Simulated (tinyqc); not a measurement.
Worked calculation: Born-Mayer model of an ionic crystal AB. Computed by tinyqc, a small Python program that keeps every step. Command: `OMP_NUM_THREADS=1 python tinyqc.py 3029576 3029577 out.jsonl bornmayer walk`. One thread of a shared host (Intel(R) Xeon(R) Processor @ 2.30GHz), about 0.01 s of CPU time with the checks. Intermediate numbers are printed to about 7 digits and carried at full precision; extremes and crossings named in words are read from the listed rows.

Energies are per ion pair and r is the nearest distance of unlike ions.

Inputs (values chosen for the exercise, for a model salt):

| quantity | value | unit |
|---|---|---|
| ionic charge z | 1 | - |
| unlike repulsion lambda | 387 | eV |
| range rho | 0.328 | angstrom |
| like repulsion lambda2 | 618 | eV |
| dispersion C between like ions | 57 | eV angstrom^6 |
| pressure P | 0 | GPa |

Structure: zinc blende. Short range: with like-ion terms.

Constants: e^2/(4 pi eps_0) = 14.39964548 eV angstrom; 1 eV/angstrom^3 = 160.2176634 GPa.

## Equilibrium distance at zero pressure

Madelung constant M, unlike neighbours z1, like neighbours z2 at f r, volume per pair: rock salt 1.747565, 6, 12, sqrt2, 2 r^3; caesium chloride 1.762675, 8, 6, 2/sqrt3, 8 r^3/(3 sqrt3); zinc blende 1.638055, 4, 12, sqrt(8/3), 16 r^3/(3 sqrt3). U(r) = -M z^2 e^2/(4 pi eps_0 r) + z1 lambda exp(-r/rho) + z2 [lambda2 exp(-f r/rho) - C/(f r)^6] (one mean like-ion term for both sublattices). Newton steps on g(r) = U'(r), from r = 9 rho: r(new) = r - U'(r)/U''(r), with the move limited to 0.3 angstrom. Where U'' is negative, move 0.3 angstrom downhill. Stop when |U'| is below 1e-9.

Newton steps:

| step | r (angstrom) | U' (eV/angstrom) | U'' (eV/angstrom^2) |
|---|---|---|---|
| 1 | 2.952000 | 2.219806e+00 | -0.24469 |
| 2 | 2.652000 | 2.066573e+00 | 1.62257 |
| 3 | 2.352000 | 8.760169e-01 | 7.32780 |
| 4 | 2.232453 | -2.576892e-01 | 11.96811 |
| 5 | 2.253984 | -1.077612e-02 | 10.97980 |
| 6 | 2.254966 | -2.124359e-05 | 10.93653 |
| 7 | 2.254968 | -8.301781e-11 | 10.93645 |

equilibrium distance r0 = 2.254968 angstrom

## Terms of the lattice energy

The formulas are those given above.

terms (eV): Coulomb -10.46020, unlike repulsion 1.59970, like repulsion 0.09874, dispersion -0.27435

lattice energy U = -9.036109 eV per pair

The short-range terms together cancel 13.6 % of the Coulomb energy.

## Bulk modulus

B = U''(r0)/(9 c r0), with the volume written as c r^3.

U''(r0) = 10.93645 eV/angstrom^2

bulk modulus B = 28.03920 GPa

## Under pressure

With the volume written as c r^3, under pressure take the root at the minimum of the enthalpy and solve U'(r) + 3 c r^2 P = 0; H = U + P V; B = (U'' - 2 U'/r)/(9 c r).

distance at P = 2.254968 angstrom

volume at P = 35.30686 angstrom^3

enthalpy at P = -9.036109 eV per pair

bulk modulus at P = 28.03920 GPa

P is zero, so these repeat the values above.

## Three structures under pressure

The formulas are those given above.

Enthalpy (eV per pair):

| P (GPa) | rock salt | caesium chloride | zinc blende |
|---|---|---|---|
| 0 | -9.155212 | -8.719349 | -9.036109 |
| 2 | -8.809084 | -8.390583 | -8.609488 |
| 5 | -8.315542 | -7.920413 | -8.011733 |
| 10 | -7.544263 | -7.183280 | -7.094346 |
| 20 | -6.134221 | -5.830578 | -5.450847 |
| 40 | -3.641345 | -3.429208 | -2.609077 |
| 70 | -0.379234 | -0.275940 | 1.035414 |
| 100 | 2.531339 | 2.543495 | 4.240348 |

volumes at zero pressure (angstrom^3): rock salt 28.38172, caesium chloride 26.91810, zinc blende 35.30686

At zero pressure the order is rock salt < zinc blende < caesium chloride. Rock salt stays lowest up to 100 GPa. The Madelung constants, the number of repulsive contacts and the volumes (28.4, 26.9, 35.3 angstrom^3 at P = 0) all matter. Caution: rigid ions with fixed charges leave out polarisation and covalency, so such models often misplace transition pressures.

Checks made by the program: Madelung constant against an Ewald sum (relative difference 3e-08); Newton against bracketing (relative difference below 1e-10).
